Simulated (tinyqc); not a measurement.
Permeation of metal atoms or ions through a thin barrier or dielectric: time lag, field-aided drift and lifetime. Inputs raised by 10 %, one at a time. Computed by tinyqc, a small Python program. Command: `OMP_NUM_THREADS=1 python tinyqc.py 3023265 3023266 out.jsonl barrier sens`. One thread of a shared host (Intel(R) Xeon(R) Processor @ 2.30GHz), about 0.03 s of CPU time with the checks.

The film 0 < x < d is empty at first; C = C0 at x = 0 and C = 0 at x = d. dC/dt = D d2C/dx2 - v dC/dx with drift v = D z e V/(k_B T d) (uniform field, no space charge).

Inputs (values chosen for the exercise, for a model case: doubly charged vacancies through an oxide):

| quantity | value | unit |
|---|---|---|
| thickness d | 20 | nm |
| prefactor D0 | 1.7e-05 | cm^2/s |
| activation energy E | 1.21 | eV |
| concentration at the source side C0 | 1.2e+14 | 1/cm^3 |
| charge number z | 2 | - |
| voltage V (positive drives ions across) | 0.082 | V |
| critical dose Q_c | 2e+08 | 1/cm^2 |
| test temperature T | 250 | C |
| use temperature T_u | 85 | C |

Constants: k_B = 8.617333262e-05 eV/K.

Method:
- D = D0 exp(-E/(k_B T)); time scale d^2/D; Peclet number P = z V/(k_B T), k_B T in eV; 1 nm = 1e-7 cm.
- Temperatures in kelvin are T(C) + 273.15.
- Steady flux J = (D C0/d) P/(1 - exp(-P)); time lag in units of d^2/D: s_L = [P (1 + exp(-P))/(1 - exp(-P)) - 2]/P^2 (P = 0: J = D C0/d, s_L = 1/6).
- Dose through the film Q(s) = C0 d {f (s - s_L) - 2 exp(P/2) sum_(n=1..200) (-1)^n n^2 pi^2 exp(-l_n s)/l_n^2}, l_n = n^2 pi^2 + P^2/4, f = P/(1 - exp(-P)) the relative flux.
- Solve Q = Q_c for s. At the use temperature D and P take T_u, with the same C0 and V; 1 year = 3.15576e7 s.

Runs:

| input moved | from | to | failure time at T (s) | failure time at T_u (years) | steady flux J (1/(cm^2 s)) | time lag (s) |
|---|---|---|---|---|---|---|
| base run | - | - | 3.8416e+04 | 217 | 8403.5 | 1.4791e+04 |
| thickness d (nm) | 20 | 22 | 4.3799e+04 | 248 | 7639.5 | 1.7897e+04 |
| prefactor D0 (cm^2/s) | 1.7e-05 | 1.87e-05 | 3.4924e+04 | 197 | 9243.8 | 1.3446e+04 |
| activation energy E (eV) | 1.21 | 1.331 | 5.6256e+05 | 10936 | 573.9 | 2.1659e+05 |
| concentration at the source side C0 (1/cm^3) | 1.2e+14 | 1.32e+14 | 3.6198e+04 | 205 | 9243.8 | 1.4791e+04 |
| voltage V (positive drives ions across) (V) | 0.082 | 0.0902 | 3.5960e+04 | 201 | 9168.3 | 1.4331e+04 |
| critical dose Q_c (1/cm^2) | 200000000 | 220000000 | 4.0841e+04 | 230 | 8403.5 | 1.4791e+04 |

Exponents ln(y'/y) / ln(x'/x):

| input | failure time at T | failure time at T_u | steady flux J | time lag |
|---|---|---|---|---|
| thickness d | 1.376 | 1.421 | -1.000 | 2.000 |
| prefactor D0 | -1.000 | -1.000 | 1.000 | -1.000 |
| activation energy E | 28.161 | 41.135 | -28.161 | 28.161 |
| concentration at the source side C0 | -0.624 | -0.579 | 1.000 | 0.000 |
| voltage V (positive drives ions across) | -0.693 | -0.776 | 0.914 | -0.331 |
| critical dose Q_c | 0.642 | 0.598 | 0.000 | 0.000 |

Which inputs matter most for each result?

Among the inputs moved here: failure time at T answers most in size to activation energy E (exponent +28.161), next to thickness d (+1.376). Its exponent -1.000 in prefactor D0: D sets the clock. Failure time at T_u answers most in size to activation energy E (exponent +41.135), next to thickness d (+1.421). Steady flux J answers most in size to activation energy E (exponent -28.161), next to thickness d (-1.000); its exponent is below 0.0005 for critical dose Q_c. Time lag answers most in size to activation energy E (exponent +28.161), next to thickness d (+2.000); its exponent is below 0.0005 for concentration at the source side C0, critical dose Q_c. Its exponent +2.000 in thickness d: the lag scales as d^2/D, with P independent of d.

Caution (all rows): grain boundaries, pinholes, trapping and space charge are left out; thin real barriers usually fail at defects.

Extremes, crossings and ranges named in words are read from the listed rows.
